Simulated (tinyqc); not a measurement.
# Reset of a mushroom phase-change cell, hemispherical electro-thermal model, step by step

tinyqc, about 0.01 s, one thread, Intel Xeon 2.30GHz (shared host): `OMP_NUM_THREADS=1 python tinyqc.py 2490005 2490006 out.jsonl` Printed values are rounded.

Current spreads from a hemispherical contact of radius r0 into a large dome with constant rho and ka: j = I/(2 pi r^2). With s = r0/r the steady rise is T - T0 = c (b s - s^2), c = I^2 rho/(8 pi^2 ka r0^2). The heat lost through the heater, (T(r0) - T0)/Rh, fixes b = (2 + g)/(1 + g), g = 1/(2 pi ka r0 Rh).

Values chosen for this exercise; values of the order of Ge-Sb-Te and related chalcogenides: ambient temperature T0 = 300 K; melting point Tm = 882 K; radius of the heater contact r0 = 19 nm; resistivity of the hot chalcogenide rho = 4.2 mohm cm; its thermal conductivity ka = 1.22 W/(m K); thermal resistance of the path through the heater Rh = 40 K/uW; reset current I = 940 uA.

Range of the model: Constant properties, no latent heat, thermoelectric terms, boundary resistance or heating in the heater itself.

## Constants and melting current

The peak lies at s = b/2 with the rise c b^2/4; melting starts at the current where that equals Tm - T0, and the molten shell spans the roots of s^2 - b s + (Tm - T0)/c = 0 (s at most 1). Electrical resistance rho/(2 pi r0).

g = 0.171651
b = 1.85350
resistance = 0.351816 kohm
radius of the peak = 20.5018 nm
melting current = 749.037 uA
power at that current = 197.389 uW

## Temperature profile and molten shell

```
point,r (nm)
0,19
1,21.8
2,25.7
3,30.4
4,38
5,49.4
6,66.5
7,95
```

As before.

c = 1067.21 K

```
point,T (K)
0,1210.86
1,1213.33
2,1179.08
3,1119.41
4,1022.23
5,902.923
6,778.042
7,652.924
```

peak T = 1216.58 K
inner radius of the melt = 19 nm
outer radius of the melt = 51.7957 nm

The melt reaches the contact. In this hemispherical model any closed shell already blocks the current after the quench.
